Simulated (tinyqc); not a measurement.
Comparisons within one model: strain-driven crossing of the Gamma and L valleys in a germanium-like crystal alloyed with tin. A value that a table varies takes the place of the one given here.

Biaxial loads: e0 is the in-plane strain e_par and the normal is free. (001): e_perp = -2 (C12/C11) e_par; exx = eyy = e_par, ezz = e_perp, no shear. (111): e_perp = -(2 C11 + 4 C12 - 4 C44)/(C11 + 2 C12 + 4 C44) e_par; exx = eyy = ezz = (2 e_par + e_perp)/3 and exy = eyz = ezx = (e_perp - e_par)/3. (110): e_perp = -(C11 + 3 C12 - 2 C44)/(C11 + C12 + 2 C44) e_par; exx = eyy = (e_par + e_perp)/2, ezz = e_par, exy = (e_perp - e_par)/2, eyz = ezx = 0. Uniaxial loads: a stress along n, scaled so that n.e.n = e0, with exx = s11 sxx + s12 (syy + szz), exy = s44 sxy/2, s11 = (C11 + C12)/((C11 - C12)(C11 + 2 C12)), s12 = -C12/((C11 - C12)(C11 + 2 C12)), s44 = 1/C44.

Edges from the unstrained valence top: Gamma at Eg + ac tr(e); an L valley with unit axis u at EgL + aL tr(e) + XuL (u.e.u - tr(e)/3), u along [111], [1-1-1], [-11-1], [-1-11]; valence edges are the levels of the 6 x 6 matrix of X, Y, Z times spin with -Dso/3 + l exx + m (eyy + ezz) on the diagonal (cyclic), n exy off it, l = av + 2 b, m = av - b, n = sqrt(3) d. Spin-orbit term (Dso/3) L.sigma on X, Y, Z with (L_k)_ij = -i epsilon_kij: <X+|H|Y+> = -i Dso/3, <X+|H|Z-> = Dso/3, <Y+|H|Z-> = -i Dso/3, <Z+|H|X-> = -Dso/3, <Z+|H|Y-> = i Dso/3, <X-|H|Y-> = i Dso/3, and their conjugates; + and - are the spin along z.

With tin the unstrained gaps become E(y) = (1 - y) E + y EgS - CS y (1 - y); all other values are kept.
Constants: kB = 8.617333262e-05 eV/K.

Parameters, chosen for this exercise (near those of Ge, gaps at low temperature; shifted at random, so the results belong to these values and not to a real crystal):
```
symbol  value            unit  meaning
Eg      0.91             eV    gap at Gamma to the s-like level
EgL     0.746            eV    gap to L
Dso     0.291            eV    spin-orbit splitting
ac      -8.12            eV    conduction deformation potential
av      1.22             eV    valence hydrostatic potential
b       -2.58            eV    tetragonal shear potential
d       -5.25            eV    trigonal shear potential
aL      -1.71            eV    hydrostatic potential of the L edge, Xd + Xu/3
XuL     16.94            eV    uniaxial potential, L
y       0.026                  tin fraction
EgS     (-0.397, 0.063)  eV    Gamma and L gaps of the tin end
CS      (2.61, 0.72)     eV    bowing of the Gamma and L gaps
C11     127.9            GPa
C12     49               GPa
C44     66.9             GPa
load    uniaxial [100]         kind of strain
mG      0.0395           m0    mass at Gamma
mL      0.559            m0    density-of-states mass of the four L valleys together
T       300              K     temperature
e0      0.0355                 size of the strain
```

## Which strain makes the gap direct

For tension the difference Gamma minus lowest L is linear in e0; slope per 1 % and the e0 at which it vanishes (a dash: no crossing below 15 %), with the gap there.

Results:
```
load            slope (meV per 1 %)  crossing e0 (%)  gap at the crossing (eV)
biaxial (001)                 -79.1             1.26                     0.589
biaxial (110)                 -17.0             5.88                    -0.464
biaxial (111)                  50.8                -                         -
uniaxial [100]                -28.6             3.49                     0.549
uniaxial [111]                 -0.4                -                         -
uniaxial [110]                 18.9                -                         -
```

The smallest strain is needed for biaxial (001) (1.26 %), then uniaxial [100] (3.49 %). No crossing below 15 % is found for biaxial (111), uniaxial [111] and uniaxial [110]: shear splits the L valleys and pulls the lowest down nearly as fast as, or faster than, Gamma. Loads without off-diagonal strain, (001) and [100], gain (ac - aL) tr(e) = -64 meV per 1 % of volume. Crossings beyond about 3 % are sensitive to second-order terms, left out here. For uniaxial [111] the slope is a near cancellation, so terms beyond this linear model decide. A gap at or below zero marks a crossing beyond the range of this linear model.

## Sweep of a uniaxial [100] strain

The valence splitting is the distance of the top two edges. Share in Gamma = mG^(3/2)/(mG^(3/2) + (mL^(3/2)/4) sum_i exp(-(E_Li - E_Gamma)/kT)).

Results:
```
e0 (%)  direct gap (eV)  indirect gap (eV)  Gamma - L (meV)  valence splitting (meV)  share in Gamma (%)
-1.68             0.808              0.660              148                      128             0.00614
-0.64             0.813              0.694              118                       45              0.0194
0.40              0.780              0.692               88                       25              0.0613
1.44              0.702              0.644               59                       78               0.193
2.48              0.625              0.596               29                      112               0.608
3.52              0.547              0.548               -1                      134                1.89
4.56              0.470              0.500              -30                      147                5.75
5.60              0.392              0.452              -60                      156                16.2
```

Gamma drops below the lowest L valley between e0 = 2.48 and 3.52 %. The direct gap goes from 0.808 to 0.392 eV; of that change -0.112 eV comes from the rise of the valence top through the shear terms and the rest from the volume. The share in Gamma goes from 0.00614 to 16.2 %. Beyond about 3 % terms of second order in the strain, left out here, matter.

## What each parameter does

Direct gap, Gamma minus the lowest L edge and the valence splitting. Each row changes one parameter from the base and keeps the others.

Results:
```
case              direct gap (eV)  Gamma - L (meV)  valence splitting (meV)
base                       0.5451             -1.6                    134.0
C12 = 41.65 GPa            0.5272            -15.8                    132.6
aL = -1.9665 eV            0.5451              2.5                    134.0
b = -2.193 eV              0.5626             -1.6                    124.5
ac = -9.338 eV             0.5258            -20.9                    134.0
d = -6.0375 eV             0.5451             -1.6                    134.0
e0 = 0.04082               0.5054            -16.8                    141.6
C44 = 76.935 GPa           0.5451             -1.6                    134.0
```

The largest shifts from the base row, up to three for each result and ties (the steps differ in size, so this ranks the rows, not the parameters). direct gap (eV): e0 -0.0397, ac -0.0193, C12 -0.0179; unchanged at the printed digits by aL, d and C44. Gamma - L (meV): ac -19.3, e0 -15.2, C12 -14.3; unchanged at the printed digits by b, d and C44. valence splitting (meV): b -9.5, e0 +7.5, C12 -1.4; unchanged at the printed digits by aL, ac, d and C44.

Computed by tinyqc, a small Python program: `OMP_NUM_THREADS=1 python tinyqc.py 1080252 1080253 out.jsonl` (the numbers bound the seed that draws the inputs); one thread of a shared host (Intel(R) Xeon(R) Processor @ 2.30GHz), about 0.01 s for the whole set of steps.
